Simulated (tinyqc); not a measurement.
Thickness and doping from the maximum and minimum capacitance.

Problem. A MOS capacitor has Cmax = Cox = eps0 eox/tox and 1/Cmin = 1/Cox + Wm/(eps0 eps_r), with Wm = sqrt(4 eps0 eps_r Vt ln(N/ni)/(q N)) and N well above ni. Find tox, Wm and N.

Parameters, values chosen for the exercise; band and dielectric values those of a made-up semiconductor: temperature T = 300 K; relative permittivity eps_r = 10.6; relative permittivity of the gate insulator (close to silicon dioxide) eox = 3.9.

Constants: q = 1.602176634e-19 C, kB = 1.380649e-23 J/K, Vt = kB T/q, eps0 = 8.8541878128e-14 F/cm where lengths are in cm. Results are converted to the units shown.

Cmax = 0.98660950 uF/cm^2
Cmin = 0.019357683 uF/cm^2
ni = 2.0970298e10 cm^-3

Answer. Cmax gives tox and the series difference Wm. N follows by iterating N = 4 eps0 eps_r Vt ln(N/ni)/(q Wm^2); ln(N/ni)/N falls steadily for N > e ni, so there is one root in that range.

tox = 3.500 nm
Wm = 475.3 nm
N = 3.200e15 cm^-3

Computed by the program tinyqc: `OMP_NUM_THREADS=1 python tinyqc.py 2060084 2060085 out.jsonl`, one thread of a shared Intel Xeon 2.30GHz, about 0.01 s for the whole run.
